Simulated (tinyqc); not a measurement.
# On-chip interconnect, size-dependent resistivity and RC delay: two studies

A rectangular line between two neighbours and two ground planes. Surface and grain-boundary scattering are added to the bulk resistivity as corrections; capacitances are parallel-plate values without fringing; inductance is ignored.

Inputs (values chosen for the exercise); metal values close to those of copper:

| symbol | value | unit | meaning |
|---|---|---|---|
| rho0 | 1.7 | uohm cm | bulk resistivity |
| lam | 40.6 | nm | bulk mean free path |
| ps | 0 |  | specular share of surface scattering |
| Rg | 0.32 |  | reflection coefficient of grain boundaries |
| gr | 1 |  | grain size over the metal width |
| wd | 24 | nm | drawn line width |
| AR | 1.8 |  | aspect ratio, height over width |
| tl | 1.8 | nm | liner on both walls and the bottom, not conducting |
| sp | 36 | nm | space to the neighbouring lines |
| hd | 50 | nm | dielectric height to the planes above and below |
| ek | 2.2 |  | relative permittivity of the dielectric |
| Mf | 1 |  | Miller factor of the neighbours |
| Rd | 17000 | ohm | driver resistance |
| Cl | 2.1 | fF | load capacitance |
| rho2 | 5.11 | uohm cm | bulk resistivity of the second metal (close to iridium) |
| lam2 | 6.97 | nm | mean free path of the second metal |
| tl2 | 0.3 | nm | liner of the second metal |

Constants: eps0 = 8.8541878128e-12 F/m. Results are converted to the units shown.

Each table varies one quantity; the others keep the values above.

## Delay against the line length

Metal width x = wd - 2 tl, height y = AR wd - tl; grain boundaries (Mayadas-Shatzkes): al = (lam/(gr x)) Rg/(1 - Rg), g = 1/[1 - 3 al/2 + 3 al^2 - 3 al^3 ln(1 + 1/al)] - 1; surfaces (Fuchs-Sondheimer, thick limit): s = (3/8) lam (1 - ps)(1/x + 1/y); rho = rho0 (1 + g + s); r = rho/(x y); c = eps0 ek (2 wd/hd + 2 Mf AR wd/sp). Elmore delay tE = Rd (c Lw + Cl) + r Lw (c Lw/2 + Cl); t50 is the time at which the far end of a ladder of 30 pi sections (half capacitances at both ends, Cl at the far end, a step applied through Rd) reaches half the step; line share r Lw/(Rd + r Lw); estimate 0.69 Rd (c Lw + Cl) + 0.38 r c Lw^2 + 0.69 r Lw Cl.

The same in every row: rho (uohm cm) = 5.791; r (ohm/um) = 68.57; c (fF/um) = 0.06545.

Delay against the line length:
```
Lw (um)  tE (ps)  t50 (ps)  estimate (ps)  line share of the resistance (%)
1          36.96     25.62          25.50                            0.4017
3          39.49     27.38          27.25                             1.196
7          44.61     30.95          30.79                             2.746
20         61.73     42.99          42.66                             7.464
50         104.1     73.18          72.25                             16.78
100        183.8     130.7          128.4                             28.74
400        897.4     660.5          644.3                             61.73
1000        3536      2651           2597                             80.13
3000     2.400e4   1.815e4        1.797e4                             92.37
```

What does the table show?

As Lw goes from 1 to 3000, r stays at 68.6 ohm/um, c stays at 0.0655 fF/um and t50 rises from 25.6 to 18100 ps. t50/tE lies between 0.693 and 0.756, and the estimate is within 2.5 % of t50. The delay goes as Lw^(0.06) for the shortest lines and Lw^(1.75) for the longest; the line resistance equals Rd at 248 um.

## Two metals against line width

Metal width x = wd - 2 tl, height y = AR wd - tl; grain boundaries (Mayadas-Shatzkes): al = (lam/(gr x)) Rg/(1 - Rg), g = 1/[1 - 3 al/2 + 3 al^2 - 3 al^3 ln(1 + 1/al)] - 1; surfaces (Fuchs-Sondheimer, thick limit): s = (3/8) lam (1 - ps)(1/x + 1/y); rho = rho0 (1 + g + s); r = rho/(x y). The second metal has rho2, lam2 and tl2 in place of rho0, lam and tl; ps, Rg, gr and AR are shared.

Results:
```
wd (nm)  rho, first (uohm cm)  rho, second (uohm cm)  r, first (ohm/um)  r, second (ohm/um)  ratio second/first
6.5                     28.28                  12.52               9849                1861              0.1889
10                      14.21                  9.808               1370               589.5              0.4303
13                      10.35                  8.691              509.7               303.4              0.5953
17                      7.846                  7.832              203.3               157.6              0.7753
22                      6.221                  7.205              89.45               85.67              0.9577
30                      4.884                  6.642              35.44               42.07               1.187
45                      3.754                  6.129              11.45               17.11               1.494
70                      2.994                  5.765              3.630               6.608               1.820
120                     2.446                  5.492             0.9808               2.132               2.174
```

Estimate the missing row, wd = 8 nm.

Computed row:
```
wd (nm)  rho, first (uohm cm)  rho, second (uohm cm)  r, first (ohm/um)  r, second (ohm/um)  ratio second/first
8                       19.58                  11.05               3532                1059              0.2998
```

With this row back in the table: The resistivity of the first metal falls from 28.3 to 2.45 uohm cm and that of the second goes from 12.5 to 5.49 uohm cm as the line widens. The products rho0 lam, which set the size effect, are 69.0 and 35.6 uohm cm nm. The two resistances cross at wd = 23.3 nm: below it the second metal gives the lower line resistance. For widths well under the mean free path the thick-limit surface term is only a guide.

Range of the model: The metal width is under the mean free path, where the thick-limit surface term and the simple sum of corrections lose accuracy.

Program tinyqc, `OMP_NUM_THREADS=1 python tinyqc.py 2100015 2100016 out.jsonl`; Intel Xeon 2.30GHz, shared host, one thread, about 0.01 s.
